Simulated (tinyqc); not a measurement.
From results back to parameters: valley splitting in a one-orbital chain of atomic planes (second-neighbour model). Three cases, with inputs chosen for the exercise.

Problem. For E(phi) = e0 + 2 v cos(phi) + 2 u cos(2 phi) with u, v > 0 and planes a/4 apart, the heights of the band at phi = 0 and phi = pi above its minimum were computed from hidden u and v; c = hbar^2/2m0.

Constants: hbar^2/2m0 = 3.80998211 eV angstrom^2.

Find: u, v; phi0; mass at the minimum.

Method. E - Emin = 4u (cos(phi) + v/(4u))^2. The difference of the two heights is 4v, and for v < 4u the sum of their square roots is 4 sqrt(u). The mass is (2c)/((a/4)^2 (8u - v^2/(2u))).

Case 1.

Values chosen (out of a larger set: near those of the Delta valleys of silicon; abrupt walls in this chain split the valleys several times more than measured wells; not measured data): a = 5.437 angstrom (lattice constant; planes lie a/4 apart).

E(0) - Emin = 4.324349 eV
E(pi) - Emin = 1.272349 eV

Solution.

u, v (eV): 0.643  0.763

phi0 = 1.8720 rad
mass at the minimum = 0.879 m0

Case 2.

Values chosen (out of a larger set: near those of the Delta valleys of silicon; abrupt walls in this chain split the valleys several times more than measured wells; not measured data): a = 5.434 angstrom (lattice constant; planes lie a/4 apart).

E(0) - Emin = 4.066475 eV
E(pi) - Emin = 1.406475 eV

Solution.

u, v (eV): 0.641  0.665

phi0 = 1.8332 rad
mass at the minimum = 0.863 m0

Case 3.

Values chosen (out of a larger set: near those of the Delta valleys of silicon; abrupt walls in this chain split the valleys several times more than measured wells; not measured data): a = 5.426 angstrom (lattice constant; planes lie a/4 apart).

E(0) - Emin = 4.094083 eV
E(pi) - Emin = 1.150083 eV

Solution.

u, v (eV): 0.599  0.736

phi0 = 1.8830 rad
mass at the minimum = 0.954 m0

Computed by tinyqc, one run a case: `OMP_NUM_THREADS=1 python tinyqc.py N N+1 out.jsonl` with N = 1451319, 1451382, 1451460; one thread of a shared Intel(R) Xeon(R) Processor @ 2.30GHz, about 0.02 s a run at most.
